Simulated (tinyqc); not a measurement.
Implant damage, amorphisation by cascade overlap, and solid-phase epitaxial regrowth: one step, computed by the program tinyqc. Command: `OMP_NUM_THREADS=1 python tinyqc.py 3111445 3111446 out.jsonl sper walk`. One thread of a shared host (Intel(R) Xeon(R) Processor @ 2.30GHz), about 0.01 s of CPU time with the checks.

Range and width of the damage are inputs. Dynamic annealing enters only through the surviving share f.

Question. Damage energy and displacements per ion. Robinson partition: eps = E a M2/(Z1 Z2 (e^2/(4 pi eps_0)) (M1 + M2)), a = 0.8853 a_0/sqrt(Z1^(2/3) + Z2^(2/3)); k = 0.0793 Z1^(2/3) Z2^(1/2) (M1 + M2)^(3/2)/((Z1^(2/3) + Z2^(2/3))^(3/4) M1^(3/2) M2^(1/2)); damage energy T_d = E/(1 + k (eps + 0.40244 eps^(3/4) + 3.4008 eps^(1/6))); displacements nu = 0.8 T_d/(2 E_d).

Inputs (values chosen for the exercise, modelled on germanium ions in germanium): ion Z1 = 32; ion mass M1 = 72.6 u; target Z2 = 32; target mass M2 = 72.63 u; ion energy E = 29 keV; displacement energy E_d = 14 eV.

Constants: a_0 = 0.529177210903 angstrom; e^2/(4 pi eps_0) = 14.39964548 eV angstrom.

Give: reduced energy eps; k; damage energy T_d; T_d/E; displacements per ion nu.

Answer.

reduced energy eps = 0.1026

k = 0.1578

damage energy T_d = 20.79 keV

T_d/E = 0.7169

displacements per ion nu = 594.0

28 % of the energy goes to electrons.
